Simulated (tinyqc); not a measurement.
# Gap voltage and exponent from three temperatures

Question. At constant current VBE(T) = Vg0 - a T - eta (kB T/q) ln T, where a is a constant. Find Vg0, eta and dVBE/dT at the middle temperature.

Constants: q = 1.602176634e-19 C, kB = 1.380649e-23 J/K. Results are converted to the units shown.

T (K): [253, 273, 330]
VBE at a constant current (V): [0.7367807911, 0.6946215419, 0.5716751407]

Answer. The relation is linear in Vg0, a and eta, so three points give a linear system; the slope is (VBE - Vg0 - eta kB T/q)/T. eta rests on the curvature of VBE(T) alone, so real fits need accuracy of some tens of microvolts or better.

Vg0 = 1.175 V
eta = 4.200
dVBE/dT = -2.122 mV/K

tinyqc, about 0.02 s, one thread, Intel Xeon 2.30GHz (shared host): `OMP_NUM_THREADS=1 python tinyqc.py 2062070 2062071 out.jsonl`
